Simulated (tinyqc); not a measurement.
Raman shift of the zone-centre optical phonon of a diamond-structure crystal under stress. From one set of inputs to another, one input at a time. Computed by tinyqc, a small Python program. Command: `OMP_NUM_THREADS=1 python tinyqc.py 3027181 3027182 out.jsonl ramanstress ladder`. One thread of a shared host (Intel(R) Xeon(R) Processor @ 2.30GHz), about 0.01 s of CPU time with the checks.

Axes x, y, z are the cube axes. Strain shifts the threefold optical mode and can split it; p, q and r are the phonon deformation potentials.

The inputs printed are set A. Set A is modelled on silicon; the values taken over come from a set modelled on diamond. Inputs not listed in the table keep their values of set A, so the rows need not describe a real material.

Inputs (values chosen for the exercise, modelled on silicon):
```
quantity                             value      unit
unstrained frequency omega_0         520.2      1/cm
p/omega_0^2                          -1.79         -
q/omega_0^2                          -2.24         -
r/omega_0^2                         -0.706         -
C11                                  163.7       GPa
C12                                  64.58       GPa
C44                                  80.36       GPa
stress sigma (tension positive)        2.6       GPa
polarisation angle phi                  20    degree
temperature coefficient d omega/dT   -0.02  1/(cm K)
local temperature T                    400         K
laser wavelength                       532        nm
```

Stress state: uniaxial. Axis: [100].

Constants: h = 6.62607015e-34 J s; c = 299792458 m/s; k_B = 1.380649e-23 J/K.

Method:
- S11 = (C11 + C12)/D, S12 = -C12/D, D = (C11 - C12)(C11 + 2 C12), S44 = 1/C44.
- Uniaxial stress along the unit vector n of the axis: sigma_ij = sigma n_i n_j.
- eps_xx = S11 sigma_xx + S12 (sigma_yy + sigma_zz), and cyclic; eps_xy = S44 sigma_xy/2 (tensor strain).
- Secular matrix: M_xx = p eps_xx + q (eps_yy + eps_zz), M_xy = 2 r eps_xy; its eigenvalues are omega^2 - omega_0^2, and the shifts are these over 2 omega_0.
- gamma = -(p + 2q)/(6 omega_0^2); the mean of the three shifts is -gamma omega_0 x (volume strain).
- Backscattering from a (001) surface: incident polarisation (cos phi, sin phi, 0). With Raman tensors (R_z)_xy = (R_z)_yx = 1 and cyclic, only the z component u_z of a mode counts: I = u_z^2 sin^2(2 phi) for parallel and u_z^2 cos^2(2 phi) for crossed polarisers. An unresolved line sits at the intensity-weighted shift, which is M_zz/(2 omega_0).
- A temperature above 300 K shifts the line by (d omega/dT)(T - 300 K); divided by the shift per stress it poses as a stress; the total shift adds it to the shift of the observed line. The anti-Stokes to Stokes ratio is [(omega_L + omega_0)/(omega_L - omega_0)]^3 exp(-h c omega_0/(k_B T)) in photon counts, omega_L = 1/wavelength, resonance effects left out.

Each row keeps all changes above it:
```
input moved                              from     to  mean shift (1/cm)  shift per stress (1/(cm GPa))  anti-Stokes/Stokes ratio
set A                                       -      -            -4.8261                        -2.2498                   0.18177
stress sigma (tension positive) (GPa)     2.6   -1.4             2.5987                        -2.2498                   0.18177
C11 (GPa)                               163.7   1085             0.6268                        -0.4860                   0.18177
unstrained frequency omega_0 (1/cm)     520.2   1332             1.6050                        -1.2443                   0.01271
q/omega_0^2                             -2.24   -1.7             1.3285                        -0.9294                   0.01271
C44 (GPa)                               80.36  584.5             1.3285                        -0.9294                   0.01271
p/omega_0^2                             -1.79  -2.83             1.5948                        -0.8933                   0.01271
r/omega_0^2                            -0.706  -1.87             1.5948                        -0.8933                   0.01271
```

Which inputs carry the difference?

Mean shift goes from -4.83 to 1.59, +6.42 in all. The largest single move comes from stress sigma (tension positive) (+7.42), and C11 works against it (-1.97). Shift per stress goes from -2.25 to -0.893, +1.36 in all. The largest single move comes from C11 (+1.76), and unstrained frequency omega_0 works against it (-0.758). anti-Stokes/Stokes ratio goes from 0.182 to 0.0127, a factor 0.0699 in all. The largest single move comes from unstrained frequency omega_0 (a factor 0.0699). The single moves hold for this order of the switches; the total does not depend on the order.

Caution (rows set A): strains above about 1 % call for terms beyond linear order.

Extremes, crossings and ranges named in words are read from the listed rows.
